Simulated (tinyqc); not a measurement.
# Inputs raised by 10 %, one at a time

Model: global model of a low-pressure process discharge: electron temperature, density, ion flux and ion energy. Computed by tinyqc, a small Python program. Command: `OMP_NUM_THREADS=1 python tinyqc.py 3112333 3112334 out.jsonl plasma sens`. One thread of a shared host (Intel(R) Xeon(R) Processor @ 2.30GHz), about 0.01 s of CPU time with the checks.

Maxwellian electrons with temperature T_e in eV, one positive ion, no negative ions, uniform bulk density n; rate constants have the Arrhenius form.

Inputs (values chosen for the exercise, of the order of those of an inductive discharge in a simple atomic gas): ion mass M = 28 u; ionisation prefactor K0 = 6.2e-14 m^3/s; ionisation energy E_iz = 14.3 eV; excitation prefactor X0 = 1.3e-14 m^3/s; excitation energy E_ex = 8.29 eV; elastic rate constant K_el = 5.4e-14 m^3/s; ion-neutral cross section = 9.8e-19 m^2; pressure p = 0.21 Pa; gas temperature T_g = 300 K; radius R = 14 cm; height L = 10 cm; absorbed power P = 660 W; bias power P_b = 33 W; radius of the biased electrode = 10 cm; bias frequency = 2 MHz.

Constants: k_B = 1.380649e-23 J/K; e = 1.602176634e-19 C; u = 1.6605390666e-27 kg; m_0 = 9.1093837015e-31 kg; eps_0 = 8.8541878128e-12 F/m.

Method:
- n_g = p/(k_B T_g); lambda_i = 1/(n_g sigma); h_L = 0.86/sqrt(3 + L/(2 lambda_i)), h_R = 0.8/sqrt(4 + R/lambda_i); A_eff = 2 pi R^2 h_L + 2 pi R L h_R; d_eff = pi R^2 L/A_eff.
- Particle balance: K0 exp(-E_iz/T_e) n_g d_eff = u_B, u_B = sqrt(e T_e/M).
- Root found by bracketing.
- E_c = E_iz + (X0 exp(-E_ex/T_e) E_ex + K_el (3 m_0/M) T_e)/K_iz; wall potential V_s = (T_e/2) ln(M/(2 pi m_0)); E_T = E_c + 2 T_e + T_e/2 + V_s; n = P/(e u_B A_eff E_T); ion current density J = e h_L n u_B; ionised share n/n_g.
- All bias power goes to ions: V_b = P_b/(J pi r^2). Debye length at the sheath edge lambda_D = sqrt(eps_0 T_e/(e h_L n)); Child-law sheath s = (sqrt2/3) lambda_D (2 V/T_e)^(3/4), V = V_b + V_s; ion transit time tau_i = 3 s sqrt(M/(2 e V)); collisions in the sheath s/lambda_i.

Runs:
```
input moved                         from        to  T_e (eV)  ion current density J (mA/cm^2)  bias voltage V_b (V)  sheath width s (mm)
base run                               -         -    3.1961                           7.5810                13.856              0.14301
ion mass M (u)                        28      30.8    3.1582                           7.5583                13.898              0.13994
ionisation prefactor K0 (m^3/s)  6.2e-14  6.82e-14    3.1213                           7.7556                13.544              0.13895
ionisation energy E_iz (eV)         14.3     15.73    3.5584                           6.6617                15.768              0.16670
radius R (cm)                         14      15.4    3.1653                           6.5126                16.129              0.16297
height L (cm)                         10        11    3.1343                           7.2907                14.408              0.14689
absorbed power P (W)                 660       726    3.1961                           8.3391                12.596              0.13177
bias power P_b (W)                    33      36.3    3.1961                           7.5810                15.242              0.14824
```

Exponents ln(y'/y) / ln(x'/x):
```
input                       T_e  ion current density J  bias voltage V_b  sheath width s
ion mass M               -0.125                 -0.031             0.031          -0.228
ionisation prefactor K0  -0.248                  0.239            -0.239          -0.302
ionisation energy E_iz    1.127                 -1.356             1.356           1.608
radius R                 -0.101                 -1.594             1.594           1.370
height L                 -0.205                 -0.410             0.410           0.281
absorbed power P          0.000                  1.000            -1.000          -0.859
bias power P_b            0.000                  0.000             1.000           0.377
```

Among the inputs moved here: T_e answers most in size to ionisation energy E_iz (exponent +1.127), next to ionisation prefactor K0 (-0.248); its exponent is below 0.0005 for absorbed power P, bias power P_b. Its exponent 0.000 in absorbed power P: T_e follows from the particle balance. ion current density J answers most in size to radius R (exponent -1.594), next to ionisation energy E_iz (-1.356); its exponent is below 0.0005 for bias power P_b. Bias voltage V_b answers most in size to radius R (exponent +1.594), next to ionisation energy E_iz (+1.356). Its exponent -1.000 in absorbed power P: more ions share the bias power. Sheath width s answers most in size to ionisation energy E_iz (exponent +1.608), next to radius R (+1.370).
